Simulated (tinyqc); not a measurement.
Charge state against the Fermi level: deep level with several charge states.

Energies from Ev. The defect has charge states +1, 0, -1 with weights 1, gm exp((EF - E1)/kT), exp((2 EF - E1 - E2)/kT); the shares are the weights over their sum. Boltzmann carriers: n = Nc exp((EF - Eg)/kT), p = Nv exp(-EF/kT). Neutrality: p - n + Nd + Nt <q> = 0.

Constants: kB = 8.617333262e-05 eV/K.

Parameters, chosen for this exercise (gap and densities of states near those of SiC at this temperature; shifted at random, so the results belong to these values and not to a real crystal): E1 = 0.926 eV (level (+1/0) above Ev); E2 = 1.685 eV (level (0/-1) above Ev); gm = 1 (degeneracy of the middle state, the others 1); T = 300 K.

Shares:

| EF (eV) | +1 | 0 | -1 | <q> |
|---|---|---|---|---|
| 0.194 | 1.000 | 0.000 | 0.000 | 1.000 |
| 0.711 | 1.000 | 0.000 | 0.000 | 1.000 |
| 0.969 | 0.159 | 0.841 | 0.000 | 0.159 |
| 1.227 | 0.000 | 1.000 | 0.000 | 0.000 |
| 1.486 | 0.000 | 1.000 | 0.000 | 0.000 |
| 1.744 | 0.000 | 0.093 | 0.907 | -0.907 |
| 2.003 | 0.000 | 0.000 | 1.000 | -1.000 |
| 2.261 | 0.000 | 0.000 | 1.000 | -1.000 |
| 2.519 | 0.000 | 0.000 | 1.000 | -1.000 |
| 2.778 | 0.000 | 0.000 | 1.000 | -1.000 |
| 3.036 | 0.000 | 0.000 | 1.000 | -1.000 |

Give the missing row, EF (eV) = 0.452.

Computed row:
```
EF (eV)     +1      0     -1    <q>
0.452    1.000  0.000  0.000  1.000
```

Where the levels are several kT apart the middle state rules between about E1 - kT ln gm = 0.926 and E2 + kT ln gm = 1.685 eV; its largest share listed is 1.000. Each step spreads from 10 % to 90 % over 4.4 kT = 0.114 eV.

(tinyqc, `OMP_NUM_THREADS=1 python tinyqc.py 1681687 1681688 out.jsonl`, Intel(R) Xeon(R) Processor @ 2.30GHz, 1 thread, shared host, about 0.01 s.)
